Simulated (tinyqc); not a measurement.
The same stress in different states: Raman shift of the zone-centre optical phonon of a diamond-structure crystal under stress. Computed by tinyqc, a small Python program. Command: `OMP_NUM_THREADS=1 python tinyqc.py 3001625 3001626 out.jsonl ramanstress walk`. One thread of a shared host (Intel(R) Xeon(R) Processor @ 2.30GHz), about 0.01 s of CPU time with the checks.

Axes x, y, z are the cube axes. Strain shifts the threefold optical mode and can split it; p, q and r are the phonon deformation potentials.

Inputs (values chosen for the exercise, modelled on diamond):

| quantity | value | unit |
|---|---|---|
| unstrained frequency omega_0 | 1333 | 1/cm |
| p/omega_0^2 | -2.72 | - |
| q/omega_0^2 | -1.8 | - |
| r/omega_0^2 | -1.96 | - |
| C11 | 1061 | GPa |
| C12 | 124.9 | GPa |
| C44 | 571.4 | GPa |
| stress sigma (tension positive) | 0.18 | GPa |

Stress state: biaxial. Axis: [001].

Method:
- S11 = (C11 + C12)/D, S12 = -C12/D, D = (C11 - C12)(C11 + 2 C12), S44 = 1/C44.
- eps_xx = S11 sigma_xx + S12 (sigma_yy + sigma_zz), and cyclic; eps_xy = S44 sigma_xy/2 (tensor strain).
- Secular matrix: M_xx = p eps_xx + q (eps_yy + eps_zz), M_xy = 2 r eps_xy; its eigenvalues are omega^2 - omega_0^2, and the shifts are these over 2 omega_0.
- Uniaxial: sigma n n^T; biaxial: sigma (1 - n n^T); hydrostatic: sigma 1. The line seen from (001) is taken as unresolved, at the intensity-weighted shift M_zz/(2 omega_0).

S44 = 1.75009 1/TPa

S11 = 0.966472 1/TPa

S12 = -0.101790 1/TPa

Shifts (1/cm):

| state | lowest | middle | highest | line seen from (001) |
|---|---|---|---|---|
| uniaxial [100] | -0.27142 | -0.15351 | -0.15351 | -0.15351 |
| uniaxial [110] | -0.41822 | -0.15351 | -0.00670 | -0.15351 |
| uniaxial [001] | -0.27142 | -0.15351 | -0.15351 | -0.27142 |
| uniaxial [111] | -0.46716 | -0.05564 | -0.05564 | -0.19281 |
| biaxial, normal [001] | -0.42492 | -0.42492 | -0.30702 | -0.30702 |
| biaxial, normal [111] | -0.52279 | -0.52279 | -0.11128 | -0.38562 |
| hydrostatic | -0.57843 | -0.57843 | -0.57843 | -0.57843 |

What follows from these numbers?

Seen from (001), uniaxial stress along [100] and along [110] give the same shift (-0.154), and equal biaxial stress in the plane gives twice as much (-0.307), since only sigma_xx + sigma_yy and sigma_zz enter M_zz. Stress along [001] gives -0.271. One measured shift therefore fixes the stress only once its state is assumed: read as uniaxial in the plane, a shift implies twice the stress that it does read as biaxial.

Extremes, crossings and ranges named in words are read from the listed rows.
